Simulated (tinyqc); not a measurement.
Worked calculation: Luttinger-Kohn k.p, four valence bands. One step of it, computed by the program tinyqc.

Task: Bloch Hamiltonian at k. P = c g1 k^2, Q = c g2 (kx^2 + ky^2 - 2 kz^2), R = c sqrt3 [-g2 (kx^2 - ky^2) + 2i g3 kx ky], S = 2 c sqrt3 g3 (kx - i ky) kz, c = hbar^2/2m = 3.809982 eV angstrom^2; rows [P+Q, -S, R, 0], [-S*, P-Q, 0, R], [R*, 0, P-Q, S], [0, R*, S*, P+Q]. The path ends lie at |k| = 0.03 1/angstrom.

Luttinger parameters chosen for this model; energies are counted downward from the top of the valence band:
```
parameter,value,unit
g1,3.530000,
g2,1.440000,
g3,1.660000,
```

k point k (1/angstrom): 0.048000  -0.009000  -0.015000

Give: H(k) at k.

Result:

H(k) at k (eV):
```
,3/2,1/2,-1/2,-3/2
3/2,0.046,0.016+0.003i,-0.021-0.009i,0.000
1/2,0.016-0.003i,0.024,0.000,-0.021-0.009i
-1/2,-0.021+0.009i,0.000,0.024,-0.016-0.003i
-3/2,0.000,-0.021+0.009i,-0.016+0.003i,0.046
```
